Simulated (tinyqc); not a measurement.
## Crystallisation kinetics and data retention of a phase-change cell: retention against temperature

Johnson-Mehl-Avrami-Kolmogorov law X = 1 - exp(-y^n), y = integral of k dt, k = (1/100 s) exp[-(Ec q/kB)(1/T - 1/T1)].

At fixed T the state fails at t = (-ln(1 - Xf))^(1/n)/k; ten years are 3.15576e8 s.

Values chosen for this exercise; values of the order of Ge-Sb-Te and related chalcogenides:
- Ec = 3.06 eV (activation energy of crystallisation)
- T1 = 455 K (temperature at which the rate k is 1/(100 s))
- n = 1.5 (Avrami exponent)
- Xf = 0.3 (crystalline share at which the state is lost)

Constants: q = 1.602176634e-19 C, kB = 1.380649e-23 J/K. Results are converted to the units shown.

Result of one run:

| k (1/s) | time to fail (s) |
|---|---|
| 1.0701e-4 | 4699.9 |

Which storage temperature T gave this result: 369, 384, 414 or 430 K?

T = 430 K.

The whole series:

| T (K) | k (1/s) | time to fail (s) |
|---|---|---|
| 354 | 2.1365e-12 | 2.3540e11 |
| 369 | 1.2607e-10 | 3.9894e9 |
| 384 | 5.4095e-9 | 9.2973e7 |
| 399 | 1.7497e-7 | 2.8744e6 |
| 414 | 4.3990e-6 | 1.1433e5 |
| 430 | 1.0701e-4 | 4699.9 |
| 445 | 0.0017312 | 290.52 |
| 460 | 0.023357 | 21.533 |
| 475 | 0.26737 | 1.8811 |

The time to fail falls from 2.35e11 to 1.88 s, a decade every 8.47 K at the cold end; ten years need T below 379.0 K.

Range of the model: One Arrhenius rate is assumed; incubation, growth from the boundary and the non-Arrhenius kinetics of the supercooled liquid are left out.

Computed by the program tinyqc: `OMP_NUM_THREADS=1 python tinyqc.py 2490035 2490036 out.jsonl`, one thread of a shared Intel Xeon 2.30GHz, about 0.02 s for the whole run.
